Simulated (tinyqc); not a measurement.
Double-gate transistor below threshold, two-dimensional Poisson equation on a small mesh: two steps of the calculation.

Half of a symmetric double-gate structure: row 0 is the mid-plane of the body, where the normal field vanishes. Mobile charge is neglected (subthreshold), the body is fully depleted, and potentials are counted from the intrinsic level; rows run upward to the gate, columns from source to drain.

Parameters, values chosen for the exercise; semiconductor permittivity close to that of In0.53Ga0.47As:
```
symbol,value,unit,meaning
eps_r,14.1,,relative permittivity of the semiconductor
eox,22,,relative permittivity of the insulator
tb,8,nm,half the body thickness
tox,6.5,nm,insulator thickness
L,31,nm,channel length
Na,7e17,cm^-3,acceptor density of the depleted body
```

Constants: q = 1.602176634e-19 C, eps0 = 8.8541878128e-14 F/cm where lengths are in cm. Results are converted to the units shown.

Task 1. Coefficients of the five-point equations. Mesh: rows i = 0..1 in the semiconductor (step hs = tb/1, row 1 on the interface), then 1 step(s) ho = tox/1 up to the gate row 2; columns j = 0..4 (step hy = L/4). Box integration, divided by eps0: up_i = eps hy/h of the interval above row i, dn_i = that of the interval below (0 for row 0), lat_i = (sum of eps h/2 over the intervals above and below)/hy, s_i = -q Na w_i hy/eps0 with w_i the semiconductor height of the box (hs/2 for row 0 and the interface row, hs between, 0 in the insulator). Each free node obeys (up + dn + 2 lat) psi = up psi(above) + dn psi(below) + lat [psi(left) + psi(right)] + s.

Find: up; dn; lat; s.

Result 1.

up, row 0 to 1: [13.66, 26.23]
dn, row 0 to 1: [0, 13.66]
lat, row 0 to 1: [7.277, 16.50]
s, row 0 to 1 (V): [-0.3927, -0.3927]

Task 2. Jacobi sweep. Free nodes: rows 0..1, columns 1..3, taken row by row from row 0, left to right. t = (up psi(above) + dn psi(below) + lat [psi(left) + psi(right)] + s)/(up + dn + 2 lat), with all neighbours from the previous sweep; psi(new) = t.

psi after iteration 1 (V):
```
              j=0         j=1         j=2         j=3         j=4
row 0   0.5300000   0.6410827   0.7660827   0.8910827   1.0300000
row 1   0.5300000   0.3455526   0.4255732   0.5055937   1.0300000
row 2  -0.1900000  -0.1900000  -0.1900000  -0.1900000  -0.1900000
```

up, row 0 to 1: [13.659375, 26.230769]
dn, row 0 to 1: [0, 13.659375]
lat, row 0 to 1: [7.2774194, 16.503226]
s, row 0 to 1 (V): [-0.39266428, -0.39266428]

Find: psi after iteration 2.

Result 2.

psi after iteration 2 (V):
```
          j=0     j=1     j=2     j=3     j=4
row 0   0.530   0.488   0.587   0.694   1.030
row 1   0.530   0.263   0.262   0.423   1.030
row 2  -0.190  -0.190  -0.190  -0.190  -0.190
```

Computed by the program tinyqc: `OMP_NUM_THREADS=1 python tinyqc.py 2480084 2480085 out.jsonl`, one thread of a shared Intel Xeon 2.30GHz, about 0.09 s for the whole run.
